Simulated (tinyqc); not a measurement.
Finite line against the semi-infinite law: electromigration in a confined line: Blech product, Korhonen stress evolution and Black's law. Computed by tinyqc, a small Python program. Command: `OMP_NUM_THREADS=1 python tinyqc.py 3028866 3028867 out.jsonl emigr walk`. One thread of a shared host (Intel(R) Xeon(R) Processor @ 2.30GHz), about 0.01 s of CPU time with the checks.

The electron wind pushes atoms from the cathode (x = 0) to the anode (x = L); blocking ends build a back stress (tension positive). The input rho is taken not to change with temperature. d sigma/dt = d/dx [kappa (d sigma/dx + G)], with zero flux at both ends and sigma = sigma_0 at t = 0.

Inputs (values chosen for the exercise, close to those used for ruthenium lines):

| quantity | value | unit |
|---|---|---|
| resistivity rho | 11.2 | micro-ohm cm |
| atomic volume Omega | 13.6 | angstrom^3 |
| effective charge number Z* | 2 | - |
| prefactor D0 | 5.5e-07 | m^2/s |
| activation energy E | 1.38 | eV |
| effective modulus B | 61 | GPa |
| critical stress sigma_c | 390 | MPa |
| initial stress sigma_0 | 150 | MPa |
| current density j | 1.5 | MA/cm^2 |
| line length L | 130 | um |
| test temperature T | 290 | C |

Start: thermal stress.

Constants: e = 1.602176634e-19 C; k_B = 8.617333262e-05 eV/K; k_B = 1.380649e-23 J/K.

Method:
- G = Z* e rho j/Omega; D = D0 exp(-E/(k_B T)); kappa = D B Omega/(k_B T); drift velocity of an unconfined line v = D Z* e rho j/(k_B T). SI: 1 micro-ohm cm = 1e-8 ohm m, 1 MA/cm^2 = 1e10 A/m^2.
- Temperatures in kelvin are T(C) + 273.15.
- At steady state sigma(x) = sigma_0 + G (L/2 - x). A void forms only if the cathode stress reaches sigma_c, that is if j L exceeds (j L)_c = 2 Omega (sigma_c - sigma_0)/(Z* e rho). Time scale tau = L^2/kappa.
- sigma(x, t) = sigma_0 + G L [1/2 - x/L - 4 sum_(m odd) cos(m pi x/L) exp(-m^2 pi^2 s)/(m pi)^2], s = t/tau, summed to m = 399.
- Semi-infinite line: sigma(0, t) = sigma_0 + 2 G L sqrt(s/pi). One-term form: keep m = 1 alone.

tau = 179079 h

stress gradient G = 39.5832 MPa/um

Cathode stress (MPa):

| s | t (h) | full series | semi-infinite | one term |
|---|---|---|---|---|
| 0.002 | 3.5816e+02 | 409.7 | 409.7 | 678.2 |
| 0.005 | 8.9540e+02 | 560.6 | 560.6 | 737.8 |
| 0.01 | 1.7908e+03 | 730.6 | 730.6 | 833.4 |
| 0.02 | 3.5816e+03 | 971.2 | 971.2 | 1011.0 |
| 0.05 | 8.9540e+03 | 1447.0 | 1448.4 | 1449.7 |
| 0.1 | 1.7908e+04 | 1945.6 | 1986.2 | 1945.6 |
| 0.2 | 3.5816e+04 | 2433.2 | 2746.7 | 2433.2 |
| 0.4 | 7.1632e+04 | 2682.7 | 3822.3 | 2682.7 |
| 0.8 | 1.4326e+05 | 2722.1 | 5343.4 | 2722.1 |

What does the comparison show, and why?

Among these rows the semi-infinite law holds to 1 % up to s = 0.05 and the one-term form from s = 0.05 on: the far end is felt once sqrt(kappa t) is no longer small against L, and by then the terms with m > 1 have nearly died out. The critical stress 390 MPa is already passed in the first row. Caution: rows beyond sigma_c are formal, since a void ends the model there.
